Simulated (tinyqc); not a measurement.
All-pass ring resonator: two steps of the calculation.

A ring of length L = 2 pi Rr coupled to one bus waveguide: round-trip amplitude a = 10^(-al L/20), self-coupling t = sqrt(1 - k2). At detuning d from the resonance the round-trip phase is p = 2 pi d/FSR and the transmission T = (a^2 - 2 a t cos p + t^2)/(1 - 2 a t cos p + a^2 t^2). Lossless coupler, linear absorption only.

Parameters, values chosen for the exercise; values close to those of silicon nitride waveguides:
- lam = 1550 nm (cold resonance wavelength)
- Rr = 100 um (ring radius)
- ng = 2.05 (group index)
- al = 1.9 dB/cm (propagation loss)
- k2 = 0.083 (power coupling)
- dT = 2.7e-5 1/K (thermo-optic change of the effective index)
- Rt = 6 K/mW (thermal resistance)
- fa = 0.38 (share of the loss that heats the ring)
- Pin = 2 mW (input power)
- dl = 34 pm (laser detuning from the cold resonance)

Constants: c = 299792458 m/s. Results are converted to the units shown.

Task 1. Resonance parameters. FSR = lam^2/(ng L), finesse F = pi sqrt(a t)/(1 - a t), FWHM = FSR/F, Q = lam/FWHM, Tmin = (a - t)^2/(1 - a t)^2, power build-up k2 a^2/(1 - a t)^2, optical bandwidth c/(lam Q).

Give: a; t; FSR; F; FWHM; Q; Tmin; build-up; bandwidth.

Result 1.

a = 0.9863
t = 0.9576
FSR = 1.865 nm
F = 55.04
FWHM = 33.89 pm
Q = 4.574e4
Tmin = -5.709 dB
build-up = 26.24
bandwidth = 4.229 GHz

The ring is overcoupled; critical coupling needs k2 = 1 - a^2 = 0.0271.

Task 2. Thermal shift of the resonance. T is the transmission at d = dl - s, p = 2 pi d/FSR; out = (lam dT/ng) Rt fa (1 - T) Pin; s(new) = s + 0.25 (out - s).

s at the start = 0 pm
a = 0.98634983
t = 0.95760117
FSR = 1.8652183 nm

Give: d; T; out; s after iteration 1.

Result 2.

d = 34.00 pm
T = 0.8544
out = 13.56 pm
s after iteration 1 = 3.389 pm

tinyqc, about 0.01 s, one thread, Intel Xeon 2.30GHz (shared host): `OMP_NUM_THREADS=1 python tinyqc.py 2650114 2650115 out.jsonl`
